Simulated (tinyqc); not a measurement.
Inside a calculation: linear model of a band gap against the share of exact exchange. Values are carried at full precision from step to step, so a last printed digit may differ when a step is redone from the rounded ones.

E(alpha) = E0 + S alpha. A wider gap screens less, modelled in the Penn form eps(alpha) = 1 + (e0 - 1)(EP/(EP + S alpha))^2 with a scale EP chosen for the exercise. A dielectric-dependent hybrid takes alpha = 1/eps.

Values chosen for the exercise (of the order of those of TiO2; shifted at random, so the results belong to these values and not to a real crystal):
```
symbol   value  unit  meaning
E0       1.91   eV    gap of the semi-local functional
S        7.99   eV    slope dE/d(alpha)
e0       8.1          optical dielectric constant at alpha = 0
EP       13     eV    energy scale of the screening
Et       3.27   eV    target gap
a_start  0            starting alpha
fv       0.76         share of the opening taken by the valence edge
Ed       1.38   eV    defect level above the semi-local valence top
cd       0            shift of the level per unit opening, on the scale of the mean potential
```

## Fixed shares

Gap, error against the target and eps for alpha = 0, 0.25 and 1/e0; and the alpha that meets the target, (Et - E0)/S.

Results:
```
alpha   E (eV)  E - Et (eV)    eps
0.0000   1.910       -1.360  8.100
0.2500   3.908        0.637  6.335
0.1235   2.896       -0.374  7.134
```

alpha for the target = 0.1702

A quarter of exact exchange overshoots the target by 0.64 eV: the material needs 0.170, and 1/e0 = 0.123 lies closer to it than 0.25 does.

## Self-consistent share

Iterate alpha -> 1/eps(alpha) seven times from a_start. The fixed point solves alpha eps(alpha) = 1; the contraction factor there is 2 (eps - 1) S/((EP + S alpha) eps^2).

Iterates:
```
step    alpha     eps  E (eV)
0     0.00000  8.1000  1.9100
1     0.12346  7.1338  2.8964
2     0.14018  7.0183  3.0300
3     0.14248  7.0026  3.0485
4     0.14280  7.0005  3.0510
5     0.14285  7.0002  3.0514
6     0.14285  7.0001  3.0514
7     0.14285  7.0001  3.0514
```

fixed point = 0.14285
contraction factor = 0.1384

The factor is positive, so the iterates approach from one side, the error shrinking to 0.14 of itself each step; the gap is within 0.01 eV of its limit from step 3. Self-consistency moves the gap by +0.155 eV against the one-shot choice 1/e0, since a wider gap screens less.

## Band edges and a deep level

The opening c = S alpha lowers the valence top by fv c and raises the conduction edge by (1 - fv) c, both against the mean potential; the level moves by cd c. Use the fixed point. Compare with stretching the level in proportion to the gap and with pinning it to either edge.

opening c = 1.141 eV

shifts of the valence and conduction edges (eV): -0.867  0.274

level above the valence top = 2.247 eV
level below the conduction edge = 0.804 eV

level above the valence top: stretched, tied to the valence edge, tied to the conduction edge (eV): 2.205  1.380  2.521

The three recipes err by -0.04, -0.87 and +0.27 eV against alignment through the mean potential. A localised level with cd = 0 stays put while the edges move away from it.

## Checks

- Fixed point by bisection against 60 substitutions: both 0.14285.

Program tinyqc; command `OMP_NUM_THREADS=1 python tinyqc.py 1880570 1880571 out.jsonl`; about 0.01 s on one thread of a shared Intel(R) Xeon(R) Processor @ 2.30GHz.
